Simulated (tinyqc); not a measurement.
Schottky barrier with interface states (Cowley-Sze model), image lowering and contact resistance: one step, computed by the program tinyqc. Command: `OMP_NUM_THREADS=1 python tinyqc.py 3024813 3024814 out.jsonl pinning walk`. One thread of a shared host (Intel(R) Xeon(R) Processor @ 2.30GHz), about 0.01 s of CPU time with the checks.

An n-type semiconductor under a metal. The barrier lies between the Schottky-Mott limit phi_M - chi and the Bardeen limit E_g - E_n, E_n being the neutrality level of the interface states; the space-charge term of the full Cowley-Sze expression is left out.

Question. Thermionic current. A* = 4 pi e m_e M_c k_B^2/h^3 (a simple valley count); J_s = A* T^2 exp(-phi/k_B T). J_0 uses phi_B; the reverse current uses phi_B less the image lowering, times 1 - exp(-V_r/k_B T).

Inputs (values chosen for the exercise, for a model semiconductor):
```
quantity,value,unit
electron mass m_e,0.242,m_0
valleys M_c,1,-
temperature T,350,K
reverse bias V_r,4.4,V
```

Pinning factor from: Moench relation.

barrier phi_B = 1.415008 eV

image lowering = 0.04538625 eV

Constants: e = 1.602176634e-19 C; m_0 = 9.1093837015e-31 kg; k_B = 1.380649e-23 J/K; h = 6.62607015e-34 J s; k_B = 8.617333262e-05 eV/K.

Give: Richardson constant A*; J_0; thermionic reverse current.

Answer.

Richardson constant A* = 29.08 A cm^-2 K^-2

J_0 = 1.502e-14 A/cm^2

thermionic reverse current = 6.762e-14 A/cm^2

Image lowering raises the reverse current by a factor 4.50.
